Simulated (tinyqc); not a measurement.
## Charge pumping in an n-channel transistor: triangular pulses against frequency

The gate is pulsed from accumulation to inversion and back. Energies E are counted from the intrinsic level; Dit(E) = D0 [1 + b (2 E/Eg)^2]. During each edge the traps near the bands emit their carriers, and those between Eh and Ee recombine once a cycle.

For a symmetric triangular wave tr = tf = 1/(2 f). ni = sqrt(Nc Nv) exp(-Eg/(2 Vt)), Eg in volts; emission times te = (dV/Va) tf and th = (dV/Va) tr; Ee = -Vt ln(vth sn ni te), Eh = +Vt ln(vth sp ni th). Nit = integral of Dit from Eh to Ee = D0 [Ee - Eh + 4 b (Ee^3 - Eh^3)/(3 Eg^2)], Qcp = q A Nit, Icp = f Qcp.

Parameters, values chosen for the exercise; band and dielectric values close to those of silicon:
```
symbol    value         unit                                                               meaning
T           200            K                                                           temperature
Eg         1.12           eV                                                              band gap
Nc      1.52e19        cm^-3                            conduction-band density of states at 200 K
Nv      1.42e19        cm^-3                               valence-band density of states at 200 K
A           0.1         um^2                                                             gate area
D0       2.8e10  cm^-2 eV^-1                                                trap density at midgap
b           8.2                                    rise of the trap density towards the band edges
sn      2.1e-15         cm^2                                           cross-section for electrons
sp      4.4e-16         cm^2                                               cross-section for holes
vth       1.1e7         cm/s  thermal velocity at 200 K, one nominal value for electrons and holes
dV         0.65            V                                                             Vth - Vfb
Va          3.9            V                                                          pulse height
```

Constants: q = 1.602176634e-19 C, kB = 1.380649e-23 J/K, Vt = kB T/q. Results are converted to the units shown.

Results:

| f (Hz) | Ee (eV) | Eh (eV) | Nit (cm^-2) | Icp (pA) | Qcp (fC) |
|---|---|---|---|---|---|
| 2200 | 0.27788 | -0.30482 | 2.8464e10 | 0.010033 | 0.0045605 |
| 5100 | 0.29237 | -0.31931 | 3.1172e10 | 0.025471 | 0.0049942 |
| 12000 | 0.30712 | -0.33406 | 3.4120e10 | 0.065600 | 0.0054667 |
| 26000 | 0.32044 | -0.34738 | 3.6960e10 | 0.15396 | 0.0059216 |
| 59000 | 0.33457 | -0.36150 | 4.0159e10 | 0.37962 | 0.0064342 |
| 1.3e5 | 0.34818 | -0.37512 | 4.3436e10 | 0.90470 | 0.0069592 |
| 3e5 | 0.36260 | -0.38953 | 4.7118e10 | 2.2648 | 0.0075492 |
| 1.6e6 | 0.39145 | -0.41838 | 5.5186e10 | 14.147 | 0.0088418 |
| 3.5e6 | 0.40494 | -0.43187 | 5.9293e10 | 33.249 | 0.0094998 |

Estimate the missing row, f = 6.9e5 Hz.

Computed row:

| f (Hz) | Ee (eV) | Eh (eV) | Nit (cm^-2) | Icp (pA) | Qcp (fC) |
|---|---|---|---|---|---|
| 6.9e5 | 0.37695 | -0.40389 | 5.1014e10 | 5.6396 | 0.0081733 |

With this row back in the table: Qcp rises from 0.00456 to 0.00950 fC, by 0.00119 fC a decade between the first two rows and 0.00194 between the last two (2 q A D0 Vt ln 10 = 3.56e-4 fC): faster edges leave less time for emission and widen the window, so Icp grows faster than f, as f^(1.10).

Range of the model: The Fermi levels of inversion and accumulation are taken to lie beyond Ee and Eh, the flat tops to fill all traps, and no geometric current is added.

Computed by the program tinyqc: `OMP_NUM_THREADS=1 python tinyqc.py 2030162 2030163 out.jsonl`, one thread of a shared Intel Xeon 2.30GHz, about 0.01 s for the whole run.
